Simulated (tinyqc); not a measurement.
Specific resistance of a metal-semiconductor contact and its transmission-line measurement: one step, computed by the program tinyqc. Command: `OMP_NUM_THREADS=1 python tinyqc.py 3003412 3003413 out.jsonl contact walk`. One thread of a shared host (Intel(R) Xeon(R) Processor @ 2.30GHz), about 0.01 s of CPU time with the checks.

The barrier is parabolic (depletion approximation), energies E are normal energies counted from the band edge in the neutral semiconductor (downwards for holes), and the bias is zero. xi is an input, held fixed when other inputs move.

Task: Transmission and supply. WKB transmission for E < E_b, with a = E/E_b: D = exp{-(E_b/E_00) [sqrt(1 - a) - a ln((1 + sqrt(1 - a))/sqrt(a))]}; D = 1 above. f = 1/(1 + exp((E - xi)/k_B T)).

Inputs (values chosen for the exercise, modelled on n-type silicon): Fermi level above the band edge in the bulk, xi = 0.06 eV; temperature T = 77 K.

Image-force lowering: included.

barrier used, above the bulk band edge = 0.4857655 eV

E_00 = 83.65004 meV

Constants: k_B = 8.617333262e-05 eV/K.

Give: E, D, f and D f at E/E_b = 0.05, 0.15, 0.3, 0.45, 0.6, 0.75, 0.9, 0.98.

Result:

E, D, f and D f at E/E_b = 0.05, 0.15, 0.3, 0.45, 0.6, 0.75, 0.9, 0.98:
```
E/E_b,E (eV),D,f,D f
0.05,0.0243,0.0066,9.954e-01,6.525e-03
0.15,0.0729,0.0191,1.258e-01,2.401e-03
0.30,0.1457,0.0639,2.448e-06,1.564e-07
0.45,0.2186,0.1631,4.166e-11,6.794e-12
0.60,0.2915,0.3412,7.089e-16,2.419e-16
0.75,0.3643,0.5998,1.206e-20,7.236e-21
0.90,0.4372,0.8825,2.053e-25,1.812e-25
0.98,0.4761,0.9891,5.872e-28,5.808e-28
```
